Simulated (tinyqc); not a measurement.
From edge over centre, linear back to gap to the anode h: electroplating on a thin resistive seed layer: kinetics, Wagner number and the terminal effect across a wafer. Computed by tinyqc, a small Python program. Command: `OMP_NUM_THREADS=1 python tinyqc.py 3121355 3121356 out.jsonl terminal inv`. One thread of a shared host (Intel(R) Xeon(R) Processor @ 2.30GHz), about 0.07 s of CPU time with the checks.

Current enters the seed at the rim. The bath is treated as a local resistance per area (no lateral flow in the liquid), two electrons per ion, molar volume 7.11 cm^3/mol, Faraday constant F = e N_A, kinematic viscosity 0.01 cm^2/s, omega = 2 pi x rpm/60; k_B T/e is in volts.

Inputs (values chosen for the exercise, of the order of those for copper plating from an acid sulfate bath):
```
quantity                               value         unit
wafer radius R                           7.5           cm
seed thickness t                          53           nm
seed resistivity                          17  microohm cm
bath conductivity kappa                 0.17         S/cm
extra resistance of a porous plate         0     ohm cm^2
exchange current density i_0            0.02      mA/cm^2
cathodic transfer coefficient alpha     0.73            -
mean current density                      16      mA/cm^2
diffusivity of the metal ion         4.1e-06       cm^2/s
metal ion concentration                 0.73        mol/L
rotation rate                             30          rpm
temperature T                            298            K
```

Constants: e = 1.602176634e-19 C; N_A = 6.02214076e+23 1/mol; k_B = 8.617333262e-05 eV/K.

Method:
- Growth rate = i V_m/(2 F). Levich limit i_L = 0.62 x 2 F D^(2/3) omega^(1/2) nu^(-1/6) c. Tafel overpotential eta = (k_B T/(alpha e)) ln(i/i_0); kinetic resistance k_B T/(alpha e i); bath resistance h/kappa + plate; R_s = resistivity/t; Wagner number = kinetic resistance x kappa/R.
- Linearised: with R_t = kinetic + bath resistance the current density obeys (1/r)(r i')' = i R_s/R_t, so i = A I_0(r/l), l = sqrt(R_t/R_s); with x = R/l, edge/centre = I_0(x) and edge/mean = x I_0(x)/(2 I_1(x)).
- Voltage drop in the seed for a uniform current: i R_s R^2/4.

Question. A run gave the result below. Find the gap to the anode h, known to lie between 1.4 and 4 cm.

edge over centre, linear = 5.591647

Answer.

Each step takes the trial c = (a f_b - b f_a)/(f_b - f_a), f being the result less the target and a, b, c the logarithms of the listed values; c replaces end b, the old b replaces a if the sign of f changed, and otherwise f_a is halved.

Scan of the range:
```
gap to the anode h (cm)  edge over centre, linear
1.40                                      12.9644
1.67                                      10.1397
1.99                                       8.0428
2.37                                       6.4724
2.82                                       5.2901
3.36                                       4.3823
4.00                                       3.6889
```

False position (Illinois rule, in the logarithm of the input) inside the bracket:
```
step    end a    end b    trial  edge over centre, linear
1     2.37000  2.82000  2.69771                   5.56161
2     2.37000  2.69771  2.67549                   5.61436
3     2.69771  2.67549  2.68504                   5.59156
4     2.67549  2.68504  2.68500                   5.59165
5     2.67549  2.68500  2.68500                   5.59165
6     2.68500  2.68500  2.68500                   5.59165
```

Edge over centre, linear falls at every point of a 13-point scan of the range (every second point is shown), so one value fits; it is bracketed by 2.37 and 2.82. Answer: gap to the anode h = 2.685 cm.
